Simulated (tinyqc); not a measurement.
## Semiconductor laser, carrier and photon rate equations: effect of the photon lifetime on threshold and bandwidth

Carrier density N and photon density S in one mode: dN/dt = F1 = eta I/(q V) - (A N + B N^2 + C N^3) - vg g S; dS/dt = F2 = G vg g S + G be B N^2 - S/tp, with g = g0 ln(N/Ntr)/(1 + ec S). Output power P = Fo Eph S V/(G tp). No heating, no carrier transport.

gth = 1/(G vg tp), Nth = Ntr exp(gth/g0), Ith = q V (A Nth + B Nth^2 + C Nth^3)/eta. N and S are the steady state (F1 = F2 = 0, S > 0). Jacobian, with a = g0/(N (1 + ec S)) and d = g/(1 + ec S): J11 = -(A + 2 B N + 3 C N^2) - vg a S, J12 = -vg d, J21 = G vg a S + 2 G be B N, J22 = G vg d - 1/tp. wR^2 = det J, gamma = -trace J, fR = wR/(2 pi); the response wR^2/(wR^2 - w^2 + i gamma w) falls to 1/sqrt(2) at w^2 = x + sqrt(x^2 + wR^4), x = wR^2 - gamma^2/2 (f3dB = w/(2 pi)).

Inputs (values chosen for the exercise): active volume V = 1.8e-12 cm^3; confinement factor G = 0.042; group velocity vg = 7.89e9 cm/s; gain coefficient g0 = 1400 1/cm; transparency density Ntr = 1.8e18 cm^-3; gain compression ec = 5.4e-18 cm^3; defect recombination coefficient A = 2e8 1/s; radiative coefficient B = 7.5e-11 cm^3/s; Auger coefficient C = 4.5e-30 cm^6/s; share of spontaneous emission into the mode be = 0.00054; injection efficiency eta = 0.84; share of cavity losses that is output Fo = 0.3; photon energy Eph = 0.95 eV; drive current I = 2.2 mA.

Constants: q = 1.602176634e-19 C. Results are converted to the units shown.

Result of one run:
```
Ith (mA)  P (mW)  fR (GHz)  gamma (1/ns)  f3dB (GHz)
0.2769    0.4601     5.513         17.42       8.180
```

Which photon lifetime tp gave this result: 4.5, 6.4, 9.1 or 13 ps?

tp = 13 ps.

The whole series:
```
tp (ps)  Ith (mA)  P (mW)  fR (GHz)  gamma (1/ns)  f3dB (GHz)
2.3         1.009  0.2845     2.976         2.869       4.604
3.2        0.6313  0.3750     3.890         3.874       6.017
4.5        0.4549  0.4174     4.517         5.533       6.971
6.4        0.3615  0.4398     4.971         8.115       7.631
9.1        0.3090  0.4524     5.290         11.90       8.032
13         0.2769  0.4601     5.513         17.42       8.180
```

As tp goes from 2.3 to 13 ps, Ith falls from 1.01 to 0.277 mA, fR rises from 2.98 to 5.51 GHz, gamma rises from 2.87 to 17.4 1/ns and f3dB rises from 4.60 to 8.18 GHz.

Program tinyqc, `OMP_NUM_THREADS=1 python tinyqc.py 2840027 2840028 out.jsonl`; Intel Xeon 2.30GHz, shared host, one thread, about 0.01 s.
